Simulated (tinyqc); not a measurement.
# Free and trapped electrons in a MOS channel with a dense trap tail: what changes with what

p-type body, charge-sheet picture, full ionisation (an idealisation for deep acceptors), Boltzmann statistics for free electrons. e = Ec - EF at the surface. Acceptor-like traps of density D(E) = D0 + De exp(-E/Ew) at depth E below Ec, from 0 to Eu, hold n_t = integral of D(E)/(1 + exp((e - E)/Vt)). psi = Eg - Vt ln(Nv/Na) - e; N_dep = sqrt(2 eps0 eps_r Na (psi - Vt)/q); n_f = sqrt(N_dep^2 + 2 eps0 eps_r Vt Nc exp(-e/Vt)/q) - N_dep; Vg = Vfb + psi + q (N_dep + n_t + n_f)/Cox, Cox = eps0 eox/tox.

Inputs (values chosen for the exercise); band and dielectric values close to those of silicon: temperature T = 400 K; band gap Eg = 1.12 eV; relative permittivity eps_r = 11.9; conduction-band density of states at T Nc = 4.36e19 cm^-3; valence-band density of states at T Nv = 4.08e19 cm^-3; relative permittivity of the insulator eox = 3.9; insulator thickness tox = 29 nm; acceptor density Na = 5e15 cm^-3; flat-band voltage without trapped charge Vfb = -0.94 V; constant background density of acceptor-like traps D0 = 4.3e10 cm^-2 eV^-1; density of the tail at the conduction edge De = 2.6e13 cm^-2 eV^-1; decay energy of the tail Ew = 0.05 eV; depth below Ec down to which the traps reach Eu = 0.83 eV; mobility of free electrons mf = 180 cm^2/(V s).

Constants: q = 1.602176634e-19 C, kB = 1.380649e-23 J/K, Vt = kB T/q, eps0 = 8.8541878128e-14 F/cm where lengths are in cm. Results are converted to the units shown.

Each table varies one quantity; the others keep the values above.

## Free and trapped charge against gate voltage

Free share n_f/(n_f + n_t); swing ln 10 n_f/(dn_f/dVg); field-effect mobility mf q (dn_f/dVg)/Cox, for a constant mf; oxide field q (N_dep + n_t + n_f)/(eps0 eox).

Free and trapped charge against gate voltage:

| Vg (V) | e (eV) | n_f (cm^-2) | n_t (cm^-2) | free share (%) | swing (mV/decade) | field-effect mobility (cm^2/(V s)) | oxide field (MV/cm) |
|---|---|---|---|---|---|---|---|
| -0.6 | 0.6184 | 1.574e6 | 9.117e9 | 0.01726 | 133.2 | 0.006589 | 0.05133 |
| -0.1 | 0.2804 | 1.541e10 | 3.526e10 | 30.41 | 185.0 | 46.45 | 0.1072 |
| 0.5 | 0.1639 | 2.580e11 | 1.320e11 | 66.16 | 1222 | 117.7 | 0.2739 |
| 1.1 | 0.1236 | 5.615e11 | 2.379e11 | 70.24 | 2487 | 125.9 | 0.4669 |
| 1.6 | 0.1019 | 8.254e11 | 3.260e11 | 71.69 | 3551 | 129.6 | 0.6318 |
| 2.2 | 0.08226 | 1.151e12 | 4.282e11 | 72.89 | 4808 | 133.6 | 0.8320 |
| 2.8 | 0.06672 | 1.487e12 | 5.246e11 | 73.92 | 6035 | 137.4 | 1.034 |
| 3.4 | 0.05376 | 1.832e12 | 6.137e11 | 74.91 | 7234 | 141.3 | 1.236 |
| 3.9 | 0.04436 | 2.127e12 | 6.820e11 | 75.72 | 8213 | 144.4 | 1.405 |

n_f reaches 1e11 cm^-2 at Vg = 0.156 V, against 0.0571 V without traps. The free share rises from 0.0173 to 75.7 % and the field-effect mobility rises from 0.00659 to 144 cm^2/(V s), although mf = 180 is constant: in the last row 80.2 % of Cox dVg goes into free electrons. The swing in the first row is 133 mV a decade (Vt ln 10 = 79.4). For Vg = 2.8, 3.4, 3.9 EF lies less than 2 Vt below the band edge, or above it, where degeneracy and confinement, left out, matter.

## Effect of the decay energy of the tail

VT is the Vg for n_f = 1e11 cm^-2; swing ln 10 n_f/(dn_f/dVg) at n_f = 1e8 cm^-2; the last three columns are for Vg = VT + 2.3 V, with free share n_f/(n_f + n_t) and field-effect mobility mf q (dn_f/dVg)/Cox; there EF is near the band edge, where Boltzmann statistics are rough.

Effect of the decay energy of the tail:

| Ew (eV) | e at VT (eV) | VT (V) | q n_t/Cox at VT (V) | swing (mV/decade) | n_f (cm^-2) | free share (%) | field-effect mobility (cm^2/(V s)) |
|---|---|---|---|---|---|---|---|
| 0.03 | 0.2071 | 0.1046 | 0.04752 | 115.2 | 1.474e12 | 85.78 | 150.2 |
| 0.05 | 0.2071 | 0.1563 | 0.09924 | 115.9 | 1.294e12 | 73.34 | 135.2 |
| 0.07 | 0.2071 | 0.2840 | 0.2269 | 121.2 | 1.131e12 | 60.60 | 122.5 |
| 0.09 | 0.2071 | 0.4948 | 0.4377 | 137.2 | 9.987e11 | 49.22 | 111.8 |
| 0.11 | 0.2071 | 0.7791 | 0.7220 | 166.6 | 8.952e11 | 39.85 | 102.9 |
| 0.13 | 0.2071 | 1.123 | 1.066 | 208.9 | 8.144e11 | 32.49 | 95.45 |
| 0.15 | 0.2071 | 1.510 | 1.453 | 261.4 | 7.508e11 | 26.83 | 89.19 |
| 0.17 | 0.2071 | 1.929 | 1.871 | 321.4 | 7.002e11 | 22.49 | 83.92 |

As Ew goes from 0.03 to 0.17, VT rises from 0.105 to 1.93 V, its part due to traps rises from 0.0475 to 1.87 V, the swing rises from 115 to 321 mV/decade and the field-effect mobility falls from 150 to 83.9 cm^2/(V s).

tinyqc, about 0.02 s, one thread, Intel Xeon 2.30GHz (shared host): `OMP_NUM_THREADS=1 python tinyqc.py 2222196 2222197 out.jsonl`
